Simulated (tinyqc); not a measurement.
# MOSFET in the linear regime without short-channel effects, parameter extraction from computed curves: extraction methods against the second mobility attenuation factor

Inversion charge Q = Cox n Vt W0(exp((Vg - VT)/(n Vt))), W0 the Lambert function and n = nf; u = Q/Cox; mobility mu = mu0/(1 + th1 u + th2 u^2); channel resistance Rch = (L - dL)/(W mu Q); Id = Vd/(Rch + Rsd/W). Cox = eps0 eox/tox. Small Vd, no channel-length or drain effects.

From the continuous curve Id(Vg): tangent at peak gm (V_ext = Vg - Id/gm); constant current Id = 0.1 uA W/L; peak of d2Id/dVg2; Y = Id/sqrt(gm) drawn through Vg = VT + 0.6 and VT + 0.8 V, with intercept VT_Y and slope s. Mobilities gm,max L/(W Cox Vd) and s^2 L/(W Cox Vd) with the drawn L. Last column: share of Rsd/W in the total resistance at VT + 0.8 V.

Parameters, values chosen for the exercise; channel values of the order met in silicon transistors: temperature T = 300 K; relative permittivity of the gate insulator (close to silicon nitride) eox = 7.54; insulator thickness tox = 3.3 nm; low-field mobility mu0 = 260 cm^2/(V s); first mobility attenuation factor th1 = 0.28 1/V; threshold voltage VT = 0.58 V; body factor nf = 1.47; gate width W = 0.5 um; drawn gate length L = 0.11 um; drawn less effective length dL = 0.003 um; source plus drain resistance Rsd = 160 ohm um; drain voltage Vd = 0.05 V.

Constants: q = 1.602176634e-19 C, kB = 1.380649e-23 J/K, Vt = kB T/q, eps0 = 8.8541878128e-14 F/cm where lengths are in cm. Results are converted to the units shown.

Results:

| th2 (1/V^2) | V_ext (V) | constant current (V) | second derivative (V) | VT_Y (V) | mobility from gm (cm^2/(V s)) | mobility from Y (cm^2/(V s)) | series share (%) |
|---|---|---|---|---|---|---|---|
| 0 | 0.566 | 0.495 | 0.564 | 0.626 | 160 | 236 | 31.3 |
| 0.06 | 0.565 | 0.495 | 0.564 | 0.640 | 159 | 252 | 30.8 |
| 0.18 | 0.565 | 0.495 | 0.564 | 0.668 | 158 | 290 | 29.8 |
| 0.24 | 0.564 | 0.495 | 0.564 | 0.682 | 158 | 311 | 29.3 |
| 0.3 | 0.564 | 0.495 | 0.564 | 0.696 | 158 | 335 | 28.9 |
| 0.36 | 0.564 | 0.495 | 0.564 | 0.710 | 157 | 361 | 28.5 |

Estimate the missing row, th2 = 0.12 1/V^2.

Computed row:

| th2 (1/V^2) | V_ext (V) | constant current (V) | second derivative (V) | VT_Y (V) | mobility from gm (cm^2/(V s)) | mobility from Y (cm^2/(V s)) | series share (%) |
|---|---|---|---|---|---|---|---|
| 0.12 | 0.565 | 0.495 | 0.564 | 0.654 | 159 | 270 | 30.3 |

With this row back in the table: The model has VT = 0.58 V and mu0 = 260 cm^2/(V s). Over the table the extracted thresholds move by 1.8 mV (tangent), under 0.5 mV (constant current), under 0.5 mV (second derivative), 84 mV (Y function). The mobility from gm falls from 160 to 157 and that from Y rises from 236 to 361 cm^2/(V s).

Numbers from tinyqc (`OMP_NUM_THREADS=1 python tinyqc.py 2210028 2210029 out.jsonl`; about 0.01 s on one thread of a shared Intel Xeon 2.30GHz).
